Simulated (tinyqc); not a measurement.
Schottky diode by thermionic emission with image-force lowering and series resistance: one step of the calculation.

Metal on an n-type semiconductor with one parabolic valley; V > 0 is forward bias (metal positive). I = I0 [exp(Vj/(n Vt)) - 1] with Vj = V - I Rs; I0 = S A* T^2 exp(-(phi - dphi)/Vt), the lowering dphi taken at zero bias.

Problem. Saturation current. A* = 4 pi q me m0 kB^2/h^3 (times 1e-4 for A/(cm^2 K^2)); Nc = 2 (2 pi me m0 kB T/h^2)^1.5 (times 1e-6 for cm^-3); xi = Vt ln(Nc/Nd), Vbi = phi - xi; surface field Em = sqrt(2 q Nd (Vbi - V - Vt)/(eps0 eps_r)); dphi = sqrt(q Em/(4 pi eps0 eps_r)). Here V = 0 in Em.

Values chosen for this exercise; band and dielectric values close to those of indium phosphide:
- T = 200 K (temperature)
- me = 0.0788 m0 (electron mass)
- eps_r = 12.5 (relative permittivity)
- phi = 0.77 eV (barrier height seen from the metal)
- Nd = 5.3e15 cm^-3 (donor density)
- S = 1.2e-5 cm^2 (area)

Constants: q = 1.602176634e-19 C, kB = 1.380649e-23 J/K, h = 6.62607015e-34 J s, m0 = 9.1093837015e-31 kg, Vt = kB T/q, eps0 = 8.8541878128e-14 F/cm where lengths are in cm. Results are converted to the units shown.

Wanted: A*; Nc; Vbi; Em; dphi; I0.

Solution.

A* = 9.470 A/(cm^2 K^2)
Nc = 3.022e17 cm^-3
Vbi = 0.7003 V
Em = 32.38 kV/cm
dphi = 19.31 meV
I0 = 5.509e-19 A

The lowering raises I0 by a factor of 3.07.

Computed by the program tinyqc: `OMP_NUM_THREADS=1 python tinyqc.py 2640097 2640098 out.jsonl`, one thread of a shared Intel Xeon 2.30GHz, about 0.01 s for the whole run.
